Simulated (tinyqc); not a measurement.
One-sided p+-n junction, ionisation integral and breakdown: multiplication against voltage.

A p+ layer at x < 0 and an n drift layer from x = 0. Depletion approximation, built-in voltage neglected. Local ionisation coefficients alpha_n = an exp(-(bn/E)^mx), alpha_p = ap exp(-(bp/E)^mx). Electrons move towards +x, holes towards x = 0.

W = sqrt(2 eps0 eps_r V/(q N)), peak field E0 = q N W/(eps0 eps_r), falling linearly to 0 at W. G(x) = integral from 0 to x of (alpha_n - alpha_p); I_n = integral of alpha_n exp(-G) (electrons injected at x = 0), I_p = integral of alpha_p exp(G(end) - G) (holes injected at the far edge); M = 1/(1 - I). Integrals on a fine grid; BV is where I_n = 1. Here BV = 185.717 V; the Miller exponent is n = ln(1 - 1/M)/ln(V/BV).

Values chosen for this exercise; material values close to those of gallium arsenide:
```
symbol,value,unit,meaning
eps_r,12.9,,relative permittivity
an,2.95e5,1/cm,prefactor of the electron ionisation coefficient
bn,7.15e5,V/cm,field constant for electrons
ap,2.08e5,1/cm,prefactor of the hole ionisation coefficient
bp,6.49e5,V/cm,field constant for holes
mx,1.6,,exponent
N,1.8e15,cm^-3,donor density of the drift layer
```

Constants: q = 1.602176634e-19 C, eps0 = 8.8541878128e-14 F/cm where lengths are in cm. Results are converted to the units shown.

Multiplication against voltage:
```
V (V)  E0 (kV/cm)      I_n     I_p   M_n   M_p  Miller n, electrons  Miller n, holes
74.3          194  0.00459  0.0117  1.00  1.01                 5.88             4.86
92.9          217   0.0226  0.0466  1.02  1.05                 5.47             4.43
111           237   0.0691   0.121  1.07  1.14                 5.19             4.10
130           256    0.170   0.256  1.20  1.34                 4.97             3.82
149           274    0.348   0.453  1.53  1.83                 4.80             3.59
160           284    0.496   0.595  1.98  2.47                 4.71             3.48
171           294    0.682   0.757  3.15  4.12                 4.63             3.37
178           300    0.823   0.869  5.66  7.63                 4.58             3.31
183           304    0.935   0.953  15.4  21.3                 4.55             3.27
```

What does the comparison show?

M_n rises from 1.005 to 15.4 and M_p from 1.012 to 21.3; both diverge at BV. The Miller exponent for electrons falls from 5.88 to 4.55 and that for holes falls from 4.86 to 3.27, so one exponent describes neither over the whole range. The larger multiplication belongs to holes, whose coefficient at the peak field of the last row is 1.24 times the other.

Numbers from tinyqc (`OMP_NUM_THREADS=1 python tinyqc.py 2120147 2120148 out.jsonl`; about 0.05 s on one thread of a shared Intel Xeon 2.30GHz).
